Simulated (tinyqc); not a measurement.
Gain against electron density: polytypes and stacking faults of a tetrahedral semiconductor in an axial Ising model with couplings up to third neighbours. Computed by tinyqc, a small Python program. Command: `OMP_NUM_THREADS=1 python tinyqc.py 3002479 3002480 out.jsonl polytype walk`. One thread of a shared host (Intel(R) Xeon(R) Processor @ 2.30GHz), about 0.01 s of CPU time with the checks.

Each double layer has s = +1 or -1 for the sense of its stacking step; E per pair of atoms = E0 - sum_n J_n <s_i s_(i+n)>, n = 1, 2, 3. Hexagonality h = (1 - <s_i s_(i+1)>)/2.

Inputs (values chosen for the exercise, of the order of those of ZnS for J, a, G and the gaps):
```
quantity                                    value      unit
J1                                           2.01  meV/pair
J2                                        -0.0866  meV/pair
J3                                           0.05  meV/pair
basal lattice constant a                     3.82  angstrom
binding energy of the fault level E_b       0.052        eV
in-plane mass m                              0.36        m0
effective density of states N_c at 300 K    3e+19    1/cm^3
temperature T                                 350         K
```

Host polytype: 3C.

Constants: 1 eV/angstrom^2 = 16.02176634 J/m^2; m_0 = 9.1093837015e-31 kg; hbar = 1.054571817e-34 J s; k_B = 1.380649e-23 J/K; k_B = 8.617333262e-05 eV/K.

Method. Faults in 3C: the sequences intrinsic (-), extrinsic (--), twin boundary (+ turns to -) are put between perfect repeats; k_n = (layers x C_n of the host) - sum_i s_i s_(i+n). gamma = sum k_n J_n/A, A = (sqrt 3/2) a^2; 1 meV/angstrom^2 = 16.02177 mJ/m^2. The fault binds electrons in a two-dimensional band E_b below the conduction edge, g2 = m m0/(pi hbar^2) for one valley. With the Fermi level held by the bulk, eta = ln[n/N_c(T)], N_c(T) = N_c (T/300)^1.5, the grand potential falls by g2 (k_B T)^2 F1(x), x = eta + E_b/(k_B T), F1(x) = integral from 0 to infinity of ln(1 + exp(x - t)) dt; sheet density g2 k_B T ln(1 + e^x). Band bending by the trapped charge is left out, so the gain is an upper bound.

fault coefficients k_n:
```
               J1  J2  J3
intrinsic       4   4   4
extrinsic       4   8   8
twin boundary   2   4   6
```

energy of the glide fault, intrinsic = 10.0076 mJ/m^2

At T:
```
n (1/cm^3)        x  sheet density (1/cm^2)  gain (mJ/m^2)  gain/gamma  gain/gamma at T + 200 K
1.00e+14    -11.119              6.7276e+07     3.2510e-06  3.2485e-07               2.1755e-07
1.00e+15     -8.816              6.7272e+08     3.2509e-05  3.2484e-06               2.1755e-06
1.00e+16     -6.513              6.7227e+09     3.2498e-04  3.2473e-05               2.1753e-05
1.00e+17     -4.211              6.6783e+10     3.2390e-03  3.2366e-04               2.1733e-04
1.00e+18     -1.908              6.2732e+11     3.1378e-02  3.1354e-03               2.1540e-03
5.00e+18     -0.299              2.5165e+12     1.3951e-01  1.3940e-02               1.0375e-02
2.00e+19      1.087              6.2497e+12     4.2167e-01  4.2135e-02               3.6943e-02
```

What follows from these numbers?

For x well below 0 the gain is k_B T times the sheet density and linear in n; for x well above 0 the well fills and the gain grows only about as x^2. It stays below the fault energy in all rows; 200 K more changes it by a factor 0.67 at 1e16.
